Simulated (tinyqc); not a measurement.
## Ellipsometry and reflectance of a transparent film on an absorbing substrate: psi and Delta against the film thickness

Air (index 1), film, substrate with N2 = n2 - i k2; time factor exp(+i w t). q_j = sqrt(N_j^2 - sin^2 th), root with positive real part. Fresnel coefficients r_s = (q_a - q_b)/(q_a + q_b), r_p = (N_b^2 q_a - N_a^2 q_b)/(N_b^2 q_a + N_a^2 q_b). tan(Psi) exp(i Delta) = R_p/R_s, Delta taken from 0 to 360 degrees.

beta = 2 pi d q1/lam, X = exp(-2 i beta), R = (r01 + r12 X)/(1 + r01 r12 X) for p and s. The last column is the derivative of Delta.

Values chosen for this exercise; indices close to those of silicon dioxide on silicon: wavelength lam = 632.8 nm; angle of incidence th = 75 degrees; index of the transparent film n1 = 1.451; index of the substrate n2 = 3.882; extinction coefficient of the substrate k2 = 0.019.

Results:
```
d (nm)	Psi (degrees)	Delta (degrees)	|R_p|^2	|R_s|^2	dDelta/dd (degrees/nm)
0	1.215	172.9	3.417e-4	0.7590	-25.80
1	1.388	149.7	4.456e-4	0.7590	-19.90
3	2.138	122.6	0.001058	0.7588	-8.668
4	2.601	115.4	0.001566	0.7586	-6.018
5	3.088	110.2	0.002207	0.7584	-4.412
6	3.588	106.4	0.002981	0.7582	-3.394
7	4.096	103.3	0.003886	0.7579	-2.717
8	4.608	100.9	0.004922	0.7576	-2.247
```

Estimate the missing row, d = 2 nm.

Computed row:
```
d (nm)	Psi (degrees)	Delta (degrees)	|R_p|^2	|R_s|^2	dDelta/dd (degrees/nm)
2	1.720	133.3	6.845e-4	0.7589	-13.13
```

With this row back in the table: Delta falls from 172.94 to 100.88 degrees while Psi moves from 1.215 to 4.608: Delta changes 21.2 times as much as Psi. With the slope of the first row an error of 0.01 degree in Delta means 3.9e-4 nm.

Numbers from tinyqc (`OMP_NUM_THREADS=1 python tinyqc.py 2870165 2870166 out.jsonl`; about 0.3 s on one thread of a shared Intel Xeon 2.30GHz).
